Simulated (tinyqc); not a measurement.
Nanosheet or nanowire with hard walls, valleys of the Si type: one step. Modes, density and velocity at zero temperature. Two cases, with inputs chosen for the exercise.

Problem. With EF = E_lowest + dE, each subband below EF has k_F = sqrt(m_x (EF - E)/c), carries n = 2 g k_F/pi electrons per length (spin included), moves at v = 2 c k_F/(hbar m_x) and adds 2 g e^2/h to the ballistic conductance; c = hbar^2/2m0, 1 angstrom/s = 1e-8 cm/s.

Constants: hbar^2/2m0 = 3.80998211 eV angstrom^2; hbar = 6.58211957e-16 eV s; e^2/h = 3.874045865e-05 S.

Give: Occupied subbands; total n; ballistic conductance.

Case 1.

Values chosen (out of a larger set: near those of Si; not measured data): dE = 0.057 eV (EF above the lowest subband edge).

Subbands:

| label | valleys g | m_x (m0) | E (eV) |
|---|---|---|---|
| A1 | 2 | 0.192000 | 0.037254 |
| B1 | 2 | 0.192000 | 0.038515 |
| A2 | 2 | 0.192000 | 0.057213 |
| B2 | 2 | 0.192000 | 0.057489 |
| C1 | 2 | 0.929000 | 0.062792 |
| B3 | 2 | 0.192000 | 0.089111 |
| A3 | 2 | 0.192000 | 0.090478 |
| A4 | 2 | 0.192000 | 0.129059 |
| B4 | 2 | 0.192000 | 0.133383 |
| B5 | 2 | 0.192000 | 0.135088 |

Solution.

Occupied subbands:

| label | k_F (1/angstrom) | n (1/nm) | v (1e7 cm/s) |
|---|---|---|---|
| A1 | 0.0536 | 0.682 | 3.23 |
| B1 | 0.0530 | 0.675 | 3.20 |
| A2 | 0.0432 | 0.550 | 2.61 |
| B2 | 0.0430 | 0.548 | 2.60 |
| C1 | 0.0876 | 1.115 | 1.09 |
| B3 | 0.0161 | 0.205 | 0.97 |
| A3 | 0.0138 | 0.176 | 0.83 |

total n = 3.951 1/nm
ballistic conductance = 1084.7 microsiemens

EF lies below the last listed level, so the count is complete for these valleys (other families, and non-parabolicity above about 0.2 eV, are left out): 7 subbands with 14 valley modes. The Fermi velocity, averaged with the densities as weights, is 2.22 x 1e7 cm/s; the mean over all filled states moving one way is half of it.

Case 2.

Values chosen (out of a larger set: near those of Si; not measured data): dE = 0.032 eV (EF above the lowest subband edge).

Subbands:

| label | valleys g | m_x (m0) | E (eV) |
|---|---|---|---|
| A1 | 2 | 0.191000 | 0.013912 |
| A2 | 2 | 0.191000 | 0.034349 |
| A3 | 2 | 0.191000 | 0.035210 |
| B1 | 4 | 0.554000 | 0.038200 |
| B2 | 4 | 0.554000 | 0.050547 |
| A4 | 2 | 0.191000 | 0.055647 |
| A5 | 2 | 0.191000 | 0.068410 |
| A6 | 2 | 0.191000 | 0.070708 |
| B3 | 4 | 0.554000 | 0.071125 |
| A7 | 2 | 0.191000 | 0.089708 |

Solution.

Occupied subbands:

| label | k_F (1/angstrom) | n (1/nm) | v (1e7 cm/s) |
|---|---|---|---|
| A1 | 0.0401 | 0.510 | 2.43 |
| A2 | 0.0241 | 0.307 | 1.46 |
| A3 | 0.0232 | 0.295 | 1.40 |
| B1 | 0.0335 | 0.853 | 0.70 |

total n = 1.964 1/nm
ballistic conductance = 774.8 microsiemens

EF lies below the last listed level, so the count is complete for these valleys (other families, and non-parabolicity above about 0.2 eV, are left out): 4 subbands with 10 valley modes. The Fermi velocity, averaged with the densities as weights, is 1.37 x 1e7 cm/s; the mean over all filled states moving one way is half of it.

Computed by tinyqc, one run a case: `OMP_NUM_THREADS=1 python tinyqc.py N N+1 out.jsonl` with N = 1282330, 1282467; one thread of a shared Intel(R) Xeon(R) Processor @ 2.30GHz, about 0.03 s a run at most.
